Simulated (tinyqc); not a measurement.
What each parameter does: configuration-coordinate model of carrier capture at a defect.

Two parabolas of equal curvature k in one coordinate Q: with the carrier free at the band edge, U_f = k Q^2/2; with the carrier trapped, U_t = k (Q - dQ)^2/2 - ET. ER = k dQ^2/2, Huang-Rhys factor S = ER/hw, hw = 0.0646541 sqrt(k/M) eV for k in eV/angstrom^2 and M in u. The curves cross at a height Eb = (ER - ET)^2/(4 ER) above the free minimum.

Multiphonon factor for giving p = ET/hw phonons to the lattice: W = exp(-S (2 nb + 1)) ((nb + 1)/nb)^(p/2) I_p(x), nb = 1/(exp(hw/kT) - 1), x = 2 S sqrt(nb (nb + 1)), I_p the modified Bessel function. Classical limit: W = hw exp(-Eb/kT)/sqrt(4 pi ER kT). At T = 0: exp(-S) S^p/Gamma(p + 1).

Constants: kB = 8.617333262e-05 eV/K.

Inputs chosen for the exercise (of the size met at a vacancy centre in SiC; the results hold for these values, not for the real material): ET = 0.7 eV (thermal depth of the level below the band edge); ER = 0.48 eV (relaxation energy); hw = 0.04 eV (phonon energy of the mode); T = 350 K (temperature).

Eb, log10 W and the full width 2.35482 sqrt(ER hw coth(hw/2kT)).

One parameter was then changed.

Results before and after:
```
case     Eb (eV)  log10 W  full width (eV)
base      0.0252   -1.393           0.4283
changed   0.0252   -1.315           0.4394
```

Which of these changes was made? (a) ER = 0.53 eV; (b) T = 380 K; (c) ET = 0.74 eV; (d) hw = 0.048 eV.
Answer: (d) hw = 0.048 eV. Of the candidates, run in turn, only this one gives the changed row.

All candidates:
```
case           Eb (eV)  log10 W  full width (eV)
base            0.0252   -1.393           0.4283
ET = 0.74 eV    0.0352   -1.515           0.4283
ER = 0.53 eV    0.0136   -1.268           0.4500
hw = 0.048 eV   0.0252   -1.315           0.4394
T = 380 K       0.0252   -1.386           0.4421
```

Computed by tinyqc, a small Python program: `OMP_NUM_THREADS=1 python tinyqc.py 1480072 1480073 out.jsonl` (the numbers bound the seed that draws the inputs); one thread of a shared host (Intel(R) Xeon(R) Processor @ 2.30GHz), about 0.01 s for the whole set of steps.
